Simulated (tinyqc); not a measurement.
Box-like doped layer, carriers, mobility and sheet resistance: two steps of the calculation.

An n-type layer from the surface x = 0 to the junction xj, N(x) = N0 for x < xb and N0 10^(-(x - xb)/Lt) beyond. Local neutrality (no depletion at surface or junction, no spilling of carriers), intrinsic carriers neglected, full ionisation of active dopants.

Parameters, values chosen for the exercise; values close to those of phosphorus in silicon over a p-type background: temperature T = 500 K; background doping of the opposite type Nb = 3.3e16 cm^-3; peak chemical concentration N0 = 3e20 cm^-3; mobility limit at high doping m1 = 69.2 cm^2/(V s); mobility limit at low doping, at 300 K m2 = 1370 cm^2/(V s); reference doping of the mobility law Nr = 9.55e16 cm^-3; exponent of the mobility law am = 0.702; temperature exponent of m2 bt = 2.3; solubility limit of active dopant Ns = 4.05e20 cm^-3; depth of the flat top xb = 82 nm; abruptness of the tail Lt = 22 nm/decade.

Constants: q = 1.602176634e-19 C. Results are converted to the units shown.

Question 1. Junction depth and local values. xj = xb + Lt log10(N0/Nb); 12 equal steps from 0 to xj. Active dopant A = min(N, Ns); n = A - Nb; mobility mu = m1 + (m2 (T/300 K)^(-bt) - m1)/(1 + ((A + Nb)/Nr)^am).

Wanted: xj; x; N; A; n; mu.

Answer 1.

xj = 169.09 nm

```
point	x (nm)	N (cm^-3)	A (cm^-3)	n (1e20 cm^-3)	mu (cm^2/(V s))
0	0.00	3.0000e20	3.0000e20	2.9997	70.437
1	14.09	3.0000e20	3.0000e20	2.9997	70.437
2	28.18	3.0000e20	3.0000e20	2.9997	70.437
3	42.27	3.0000e20	3.0000e20	2.9997	70.437
4	56.36	3.0000e20	3.0000e20	2.9997	70.437
5	70.45	3.0000e20	3.0000e20	2.9997	70.437
6	84.54	2.2986e20	2.2986e20	2.2982	70.690
7	98.64	5.2597e19	5.2597e19	0.5256	73.363
8	112.73	1.2036e19	1.2036e19	0.1200	80.662
9	126.82	2.7541e18	2.7541e18	0.0272	99.504
10	140.91	6.3022e17	6.3022e17	0.0060	141.46
11	155.00	1.4421e17	1.4421e17	0.0011	208.35
12	169.09	3.3000e16	3.3000e16	0.0000	268.98
```

The mobility runs from 70.4 to 269 cm^2/(V s).

Question 2. Sheet quantities by the trapezoid rule. Dose = integral of N, carrier sheet density = integral of n, 1/Rs = q integral of n mu, mean mobility 1/(q Rs sheet density), Hall mobility (unit Hall factor) = integral of n mu^2 over integral of n mu, Hall sheet density = (integral of n mu)^2/integral of n mu^2; all from 0 to xj.

```
point	x (nm)	N (cm^-3)	n (1e20 cm^-3)	mu (cm^2/(V s))
0	0.00000	3e20	2.9996700	70.437030
1	14.09078	3e20	2.9996700	70.437030
2	28.18156	3e20	2.9996700	70.437030
3	42.27234	3e20	2.9996700	70.437030
4	56.36312	3e20	2.9996700	70.437030
5	70.45390	3e20	2.9996700	70.437030
6	84.54468	2.2985500e20	2.2982200	70.690241
7	98.63546	5.2597361e19	0.5256436	73.363193
8	112.72624	1.2035772e19	0.1200277	80.661689
9	126.81702	2.7541269e18	0.0272113	99.503920
10	140.90780	6.3022256e17	0.0059722	141.45895
11	154.99858	1.4421284e17	0.0011121	208.35365
12	169.08936	3.3e16	0.0000000	268.98386
```

Wanted: dose; carrier sheet density; Rs; mean mobility; Hall mobility; Hall sheet density.

Answer 2.

dose = 2.745e15 cm^-2
carrier sheet density = 2.744e15 cm^-2
Rs = 32.18 ohm/square
mean mobility = 70.68 cm^2/(V s)
Hall mobility = 70.74 cm^2/(V s)
Hall sheet density = 2.742e15 cm^-2

Carriers make up 100 % of the dose. A Hall measurement weights the mobile tail, so its sheet density is 0.093 % below the true one.

Computed by the program tinyqc: `OMP_NUM_THREADS=1 python tinyqc.py 2110018 2110019 out.jsonl`, one thread of a shared Intel Xeon 2.30GHz, about 0.01 s for the whole run.
